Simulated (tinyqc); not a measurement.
Stripping the layer step by step: sheet resistance and Hall data of a diffused or implanted layer. Computed by tinyqc, a small Python program. Command: `OMP_NUM_THREADS=1 python tinyqc.py 3006538 3006539 out.jsonl layer walk`. One thread of a shared host (Intel(R) Xeon(R) Processor @ 2.30GHz), about 0.01 s of CPU time with the checks.

Carriers are taken equal to the net active doping down to the junction (full ionisation, which deep dopants in wide-gap hosts do not reach; no spill-over, no depletion), and the Hall factor is 1.

Inputs (values chosen for the exercise, modelled on donors in GaAs):
```
quantity,value,unit
mu_min,513,cm^2/(V s)
mu_max,9380,cm^2/(V s)
N_ref,6.2e+16,1/cm^3
exponent alpha,0.39,-
peak concentration N_0,1.2e+17,1/cm^3
length scale l,240,nm
background doping N_B (opposite type),4e+15,1/cm^3
```

Profile: Gaussian at the surface. Activation: complete.

Constants: e = 1.602176634e-19 C.

Method:
- N(x) = N_0 exp(-x^2/l^2), dose N_0 l sqrt(pi)/2, junction x_j = l sqrt(ln(N_0/N_B)).
- Mobility mu = mu_min + (mu_max - mu_min)/(1 + (N_t/N_ref)^alpha), N_t = active doping + N_B; carriers n = active doping - N_B, all dopants active.
- Integrals from x_0 (0 unless stated) to x_j by the midpoint rule on 400 even intervals: 1/R_s = e int n mu dx; sheet density n_s = int n dx; Hall sheet density (int n mu dx)^2/int n mu^2 dx; Hall mobility int n mu^2 dx/int n mu dx.
- After removing a depth d the integrals start at d. Differences between neighbouring rows give the local conductivity -d(1/R_s)/dx at the middle of the slice (the last slice uses one more step, not listed).

junction depth x_j = 442.616 nm

Differential sheet resistance:
```
removed d (nm),R_s (ohm),slice conductivity (S/cm),sigma at mid-slice (S/cm)
0,567,80.102,80.289
44,708,75.678,75.838
88,926,67.484,67.594
132,1277,56.674,56.725
176,1875,44.645,44.638
220,2967,32.751,32.698
264,5184,22.069,21.989
308,10438,13.267,13.177
```

R_s doubles after removing between 88.0 and 132 nm of a layer 443 nm deep, so half the current flows above that depth. Where sigma exceeds a tenth of its largest listed value, the slice values agree with it within 1 %.

Extremes, crossings and ranges named in words are read from the listed rows.
